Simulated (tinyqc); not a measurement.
Hydrogen passivation of interface dangling bonds: competing passivation and dissociation with distributed barriers: one step, computed by the program tinyqc. Command: `OMP_NUM_THREADS=1 python tinyqc.py 3024898 3024899 out.jsonl passiv walk`. One thread of a shared host (Intel(R) Xeon(R) Processor @ 2.30GHz), about 0.01 s of CPU time with the checks.

P_b + H2 gives P_bH + H at the rate k_f [H2]; P_bH gives P_b + H at the rate k_d. All defects start unpassivated. E_f and E_d are Gaussian and independent.

Question. Single barriers. [H2] = solubility factor x p; a = k_f0 [H2] exp(-E_f/(k_B T)), d = k_d0 exp(-E_d/(k_B T)). For one pair of barriers the active share is y = [d + a exp(-(a + d) t)]/(a + d). Temperatures in kelvin are T(C) + 273.15.

Inputs (values chosen for the exercise, close to those used for P_b centres at the silicon-oxide interface):

| quantity | value | unit |
|---|---|---|
| passivation prefactor k_f0 | 8.4e-07 | cm^3/s |
| mean passivation barrier E_f | 1.68 | eV |
| spread sigma_f | 0.1 | eV |
| dissociation prefactor k_d0 | 2.2e+13 | 1/s |
| mean dissociation barrier E_d | 2.83 | eV |
| spread sigma_d | 0.067 | eV |
| H2 in the oxide per atm, solubility factor | 7.7e+17 | 1/(cm^3 atm) |
| hydrogen pressure p | 0.1 | atm |
| anneal temperature T | 250 | C |
| anneal time t | 1500 | s |

Constants: k_B = 8.617333262e-05 eV/K.

Give: passivation rate a; dissociation rate d; a t; steady active share d/(a + d); active share, single barriers.

Answer.

passivation rate a = 4.231e-06 1/s

dissociation rate d = 1.201e-14 1/s

a t = 0.006347

steady active share d/(a + d) = 2.839e-09

active share, single barriers = 0.9937

The anneal is too short or cold to finish.
